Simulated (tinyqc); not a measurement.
## Length offset and series resistance from crossing lines

Question. R_total = Rs + k (L - dL)/Vo with constant Rs, dL and k. Find k, dL and Rs.

R_total at (L, Vo) = (90, 0.3), (180, 0.3), (90, 0.97) and (180, 0.97), L in nm and Vo in V (ohm um): 890.96667  1820.9667  420.60825  708.23711

Answer. At each overdrive R is a straight line in L with slope k/Vo; the two lines cross at L = dL, R = Rs.

k = 3.10 ohm um V/nm
dL = 24.1 nm
Rs = 210 ohm um

Numbers from tinyqc (`OMP_NUM_THREADS=1 python tinyqc.py 2282268 2282269 out.jsonl`; about 0.04 s on one thread of a shared Intel Xeon 2.30GHz).
